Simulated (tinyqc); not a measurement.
Froehlich polaron in a polar crystal: one step, computed by the program tinyqc. Command: `OMP_NUM_THREADS=1 python tinyqc.py 3013998 3013999 out.jsonl frohlich walk`. One thread of a shared host (Intel(R) Xeon(R) Processor @ 2.30GHz), about 0.06 s of CPU time with the checks.

One electron in a parabolic band of mass m*, coupled to dispersionless LO phonons in the continuum model. Energies are in units of hbar omega unless marked, wave numbers in k_0 = sqrt(2 m* omega/hbar).

Task: Second-order perturbation theory. At T = 0 and k < k_0: E(k) = (k/k_0)^2 - alpha arcsin(k/k_0)/(k/k_0); so E(0) = -alpha, 1/m_p = (1 - alpha/6)/m*, and the mean number of phonons in the cloud at k = 0 is alpha/2. The Lee-Low-Pines variational state gives the same E(0) and m_p = m* (1 + alpha/6).

Inputs (values chosen for the exercise, for a model crystal): LO phonon energy hbar omega = 17.4 meV; electron wave number k/k_0 = 0.53.

coupling constant alpha = 3.462323

Give: energy shift at k = 0; E(k); m*/m_p, second order; m_p/m*, Lee-Low-Pines; phonons in the cloud.

Result:

energy shift at k = 0 = -60.244 meV

E(k) = -3.3683 hbar omega

m*/m_p, second order = 0.42295

m_p/m*, Lee-Low-Pines = 1.5771

phonons in the cloud = 1.7312

Caution: second-order results are out of their range at this coupling; the perturbative mass diverges at alpha = 6.
